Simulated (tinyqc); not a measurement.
Wafer bonding and layer transfer: bond energy, gap closing, particles, bonding of dissimilar wafers and hydrogen blisters: one step, computed by the program tinyqc.

gamma is the energy per area of each of the two surfaces; plates are isotropic, and both wafers have E1 and t1.

Question. Blistering after hydrogen implantation. A flat crack of radius r under a layer of thickness d, as a clamped plate: centre height w = 3 p r^4/(16 E' d^3), volume pi r^2 w/3, energy release G = 3 p^2 r^4/(32 E' d^3), E' = E1/(1 - nu^2). It grows when G = 2 gamma_s. The gas comes from the area pi r^2: p V = (dose x share/2) pi r^2 k_B T, and G = p w/2 = (3/2) N k_B T with N the H2 molecules per area. Share needed: G = 2 gamma_s. The pressure and height at growth are given for r = 10 d.

Inputs (values chosen for the exercise, with wafer 1 close to silicon): Young's modulus E1 = 141 GPa; Poisson ratio nu = 0.25; implant depth d = 0.27 micrometre; hydrogen dose = 9.9 1e16/cm^2; share of the dose released as H2 = 0.15; surface energy of the weakened plane gamma_s = 1.1 J/m^2; anneal temperature T = 625 K.

Constants: k_B = 1.380649e-23 J/K.

Give: energy release G; share of the dose needed; pressure at growth; height at growth.

Answer.

energy release G = 0.9611 J/m^2

share of the dose needed = 0.3434

pressure at growth = 36.15 MPa

height at growth = 121.7 nm

The released gas does not suffice by this estimate. In this plate limit G depends on neither r nor d.
